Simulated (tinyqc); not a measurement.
Choice of the trial bonds: Wannier functions of a composite (isolated) pair of valence bands (bonds of an sp chain).

Each atom has a hybrid pointing left (<) and right (>). H(k): diagonal +V3 on A, -V3 on B; <A<|A>> = -V1a, <B<|B>> = -V1b, <A>|B<> = -V2, <B>|A<> = -V2p exp(ik); k in 1/a, Bloch sums with exp(ikR). The two lowest bands are filled. Trial functions in cell 0: g1 = cos(c) A> + sin(c) B<, and g2 = sin(c) B> + cos(c) A< of cell 1, whose Bloch vector has cos(c) exp(-ik) on A<. Projection A_mn = <psi_m|g_n>, S = A^+ A, Loewdin U = A S^(-1/2), Bloch-like states w_n = sum_m psi_m U_mn, H_W(k) = U^+ diag(E) U. P = sum_m |psi_m><psi_m| is free of phase choices, and S = g^+ P g, w = P g S^(-1/2).

Parameters, chosen for this exercise:

| symbol | value | unit | meaning |
|---|---|---|---|
| V2 | 2.67 | eV | coupling in the bond A-B inside the cell |
| V2p | 3.62 | eV | coupling in the bond to the next cell |
| V1a | 1.39 | eV | coupling of the two hybrids on A |
| V1b | 0.99 | eV | the same on B |
| V3 | 1.96 | eV | A at +V3, B at -V3 |
| xb | 0.41 | a | position of B (A at 0) |

N = 12; centres and spreads in real space with point-like hybrids at R and R + xb; smallest eigenvalue of S over the mesh.

Trial angle:

| c (deg) | smallest S | centre 1 (a) | centre 2 (a) | sum of centres | total spread (a^2) | H_12(R = 0), mean over k (eV) |
|---|---|---|---|---|---|---|
| 15 | 0.364 | 0.3223 | 0.5735 | 0.8958 | 0.1034 | -0.7532 |
| 30 | 0.623 | 0.3223 | 0.5735 | 0.8958 | 0.1030 | -0.7487 |
| 45 | 0.849 | 0.3224 | 0.5734 | 0.8958 | 0.1028 | -0.7454 |
| 55 | 0.950 | 0.3224 | 0.5734 | 0.8958 | 0.1027 | -0.7434 |
| 65 | 0.949 | 0.3224 | 0.5734 | 0.8958 | 0.1027 | -0.7414 |
| 75 | 0.846 | 0.3224 | 0.5734 | 0.8958 | 0.1027 | -0.7394 |
| 85 | 0.702 | 0.3224 | 0.5734 | 0.8958 | 0.1028 | -0.7371 |

What can be read from this table?

The sum of the centres stays at 0.8958 a within 0.0000: it gives the electronic polarisation, modulo a, and is fixed by the filled space. Single centres move by up to 0.0001 a and H_12(0), a matter of gauge, moves by 16 meV. The total spread runs only from 0.1027 to 0.1034 a^2, so the orthogonalisation repairs even poor trials; the projection is best at c = 55 degrees among these rows, and the two bonds, isolated, have c = 63 and 59.

Computed by tinyqc, a small Python program: `OMP_NUM_THREADS=1 python tinyqc.py 1450513 1450514 out.jsonl` (the numbers bound the seed that draws the inputs); one thread of a shared host (Intel(R) Xeon(R) Processor @ 2.30GHz), about 0.2 s for the whole set of steps.
